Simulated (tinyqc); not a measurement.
# Hot electrons in a saturated n-channel MOSFET, lucky-electron model: effects of single changes

Beyond pinch-off the lateral field grows as Esat cosh(y/l) over the velocity-saturated region (pseudo-two-dimensional model). Impact ionisation in this region gives the substrate current, which biases the body forward through Rsub. Currents are per width. Local-field laws: they overstate ionisation when the field peak is narrower than an energy relaxation length.

Values chosen for this exercise; values close to those of silicon n-channel devices:
- L = 0.35 um (channel length)
- tox = 8.9 nm (oxide thickness)
- xj = 150 nm (junction depth)
- VT = 0.54 V (threshold)
- mu = 290 cm^2/(V s) (effective mobility)
- vs = 7.2e6 cm/s (saturation velocity)
- Ai = 2e6 1/cm (ionisation prefactor)
- Bi = 1.81 MV/cm (ionisation field)
- Rd = 400 ohm um (resistance of the lightly doped drain)
- Rsub = 4000 ohm um (substrate resistance)
- kb = 0.36 (fall of VT per volt of forward body bias)
- m = 3.2 (lifetime exponent)
- Hl = 990 s uA/um (lifetime constant)
- Vd = 2.7 V (drain voltage)
- Vg = 1.2 V (gate voltage)

Constants: eps0 = 8.8541878128e-14 F/cm where lengths are in cm. Results are converted to the units shown.

Each table varies one quantity; the others keep the values above.

## Effect of the resistance of the lightly doped drain

Cox = 3.9 eps0/tox, l = sqrt(3 tox xj), Esat = 2 vs/mu. Overdrive g = Vg - VT + kb Vb; Vdsat = g Esat L/(g + Esat L); Id = Cox vs (g - Vdsat); dV = Vd - Id Rd - Vdsat; Em = sqrt((dV/l)^2 + Esat^2); Isub = Id (Ai/Bi) l Em exp(-Bi/Em). Vb = Rsub Isub is solved self-consistently. Lifetime tau = (Hl/Id)(Isub/Id)^(-m); 1 year = 3.15576e7 s.

Results:
```
Rd (ohm um)	Id (uA/um)	Em (MV/cm)	Isub (uA/um)	Isub/Id	tau (years)
0	50.89	0.3545	0.7642	0.01502	0.4216
150	50.89	0.3533	0.7486	0.01471	0.4504
300	50.89	0.3521	0.7332	0.01441	0.4813
500	50.88	0.3505	0.7130	0.01401	0.5262
1200	50.87	0.3449	0.6455	0.01269	0.7230
1600	50.86	0.3417	0.6090	0.01197	0.8706
```

Estimate the missing row, Rd = 800 ohm um.

Computed row:
```
Rd (ohm um)	Id (uA/um)	Em (MV/cm)	Isub (uA/um)	Isub/Id	tau (years)
800	50.88	0.3481	0.6835	0.01343	0.6023
```

With this row back in the table: As Rd goes from 0 to 1600 ohm um, Em falls from 0.354 to 0.342 MV/cm, Isub falls from 0.764 to 0.609 uA/um and tau rises from 0.422 to 0.871 years. From the first row to the last, log10(tau) changes by 0.31: 0.31 from (Isub/Id)^(-m), which holds Em and l, and under 0.005 from 1/Id. The price is 0.0814 V dropped over Rd in the last row.

## Effect of the channel length

Same model as above.

Results:
```
L (um)	Id (uA/um)	Em (MV/cm)	Isub (uA/um)	Isub/Id	tau (years)
0.17	81.31	0.3662	1.487	0.01829	0.1405
0.25	64.24	0.3579	1.022	0.01591	0.2775
0.49	39.42	0.3456	0.5066	0.01285	0.8959
0.7	29.46	0.3407	0.3461	0.01175	1.598
0.99	21.85	0.3370	0.2392	0.01095	2.700
1.4	16.00	0.3341	0.1658	0.01036	4.397
```

Estimate the missing row, L = 0.35 um.

Computed row:
```
L (um)	Id (uA/um)	Em (MV/cm)	Isub (uA/um)	Isub/Id	tau (years)
0.35	50.88	0.3513	0.7230	0.01421	0.5032
```

With this row back in the table: As L goes from 0.17 to 1.4 um, Em falls from 0.366 to 0.334 MV/cm, Isub falls from 1.49 to 0.166 uA/um and tau rises from 0.140 to 4.40 years. From the first row to the last, log10(tau) changes by 1.5: 0.79 from (Isub/Id)^(-m), which holds Em and l, and 0.71 from 1/Id. For L = 0.17 to 0.25 um the saturated region takes over 60 % of L, so using the full L in Vdsat is rough.

## Effect of the junction depth

Same model as above.

Results:
```
xj (nm)	Id (uA/um)	Em (MV/cm)	Isub (uA/um)	Isub/Id	tau (years)
60	51.65	0.5513	4.722	0.09143	0.001282
81	51.28	0.4755	2.784	0.05429	0.006848
110	51.03	0.4090	1.496	0.02931	0.04944
200	50.81	0.3053	0.3333	0.006559	5.981
280	50.77	0.2594	0.1173	0.002310	168.8
380	50.75	0.2241	0.03935	7.753e-4	5555
```

Estimate the missing row, xj = 150 nm.

Computed row:
```
xj (nm)	Id (uA/um)	Em (MV/cm)	Isub (uA/um)	Isub/Id	tau (years)
150	50.88	0.3513	0.7230	0.01421	0.5032
```

With this row back in the table: As xj goes from 60 to 380 nm, Em falls from 0.551 to 0.224 MV/cm, Isub falls from 4.72 to 0.0394 uA/um and tau rises from 0.00128 to 5560 years. From the first row to the last, log10(tau) changes by 6.6: 6.6 from (Isub/Id)^(-m), which holds Em and l, and 0.0076 from 1/Id. At xj = 380 nm the saturated region takes over 60 % of L, so using the full L in Vdsat is rough. At xj = 380 nm tau is a far extrapolation that only says that hot carriers are no limit.

Program tinyqc, `OMP_NUM_THREADS=1 python tinyqc.py 2550122 2550123 out.jsonl`; Intel Xeon 2.30GHz, shared host, one thread, about 0.01 s.
